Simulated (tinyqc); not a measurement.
# Barrier and mass from two temperatures

Problem. The saturation current of a Schottky diode is J0 = A* T^2 exp(-q phi/(kB T)) with a fixed barrier and A* = 4 pi q me m0 kB^2/h^3 (times 1e-4 for A/(cm^2 K^2)). Find phi, A* and me.

Constants: q = 1.602176634e-19 C, kB = 1.380649e-23 J/K, h = 6.62607015e-34 J s, m0 = 9.1093837015e-31 kg. Results are converted to the units shown.

J0 at 250 and 350 K (A/cm^2): [7.0310168e-10, 3.2861058e-5]

Answer. The slope of ln(J0/T^2) against q/(kB T) is -phi and the intercept is ln A*.

phi = 0.760 eV
A* = 23.6 A/(cm^2 K^2)
me = 0.196 m0

tinyqc, about 0.01 s, one thread, Intel Xeon 2.30GHz (shared host): `OMP_NUM_THREADS=1 python tinyqc.py 2640003 2640004 out.jsonl`
